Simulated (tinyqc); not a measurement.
Lattice vibrations of a chain, step by step. Computed by tinyqc, a small Python program that keeps every step. Command: `OMP_NUM_THREADS=1 python tinyqc.py 22528 22529 out.jsonl` (the two numbers bound the seeds that draw the settings). One thread of a shared host (Intel(R) Xeon(R) Processor @ 2.60GHz), about 0.01 s of CPU time with the checks.

## Dynamical matrix at q = 0.18

A chain moving along its axis:
```
atom                 mass (u)  spring to the next atom (eV/angstrom^2)
1                   63.600000                                18.100000
2                   72.800000                                29.000000
3                   28.100000                                26.900000
4                  118.700000                                29.900000
second neighbours           -                                 1.100000
```

q is in units of 2 pi/a. A spring k from atom i to atom j, n cells on, adds k to Phi_ii and Phi_jj, -k exp(2 pi i q n) to Phi_ij and the conjugate to Phi_ji (for one atom a cell: 2k (1 - cos 2 pi q n)); D_ij = Phi_ij / sqrt(m_i m_j).

D(q) (eV/(angstrom^2 u)):
```
[[0.789308, -0.266002, -0.037099+0.023544i, -0.146522+0.311374i],
 [-0.266002, 0.677198, -0.641179, -0.016872+0.010707i],
 [-0.037099-0.023544i, -0.641179, 2.067616, -0.465772],
 [-0.146522-0.311374i, -0.016872-0.010707i, -0.465772, 0.497051]]
```

## Frequencies

omega^2 are the eigenvalues; wavenumber = 521.4708 sqrt(eigenvalue) 1/cm.

eigenvalues: [0.032604, 0.527171, 1.050663, 2.420736]

wavenumbers (1/cm): [94.2, 378.6, 534.5, 811.3]

weights |e|^2 of the mass-weighted modes, order atom 1, atom 2, atom 3, atom 4:
```
[[0.222528, 0.077141, 0.696262, 0.004069],
 [0.247219, 0.537054, 0.099411, 0.116316],
 [0.094771, 0.040823, 0.036125, 0.828281],
 [0.435482, 0.344982, 0.168202, 0.051333]]
```

## Dispersion and heat capacity

C/k_B per atom = mean over q = (j + 1/2)/80, j = 0..39 and all branches of y^2 e^y/(e^y - 1)^2, y = hc wavenumber / k_B T.

Wavenumbers (1/cm):
```
q           branch 1    branch 2    branch 3    branch 4
0.000000    0.000000  404.086698  523.683544  811.587170
0.062500   32.953819  400.692481  525.302525  811.554735
0.125000   65.697791  391.115121  529.571699  811.462154
0.187500   98.004374  376.678793  535.226558  811.323000
0.250000  129.596764  358.704732  541.075465  811.157928
0.312500  160.068554  338.315513  546.275715  810.991839
0.375000  188.619387  316.740139  550.294982  810.850228
0.437500  212.927069  296.539391  552.817080  810.755190
0.500000  224.524875  286.298635  553.675163  810.721737
```

Heat capacity:
```
T (K)  C/k_B per atom
20           0.043525
50           0.111663
100          0.234962
200          0.485776
300          0.665961
600          0.884945
1200         0.968285
```

zero-point energy per atom = 28.352486 meV
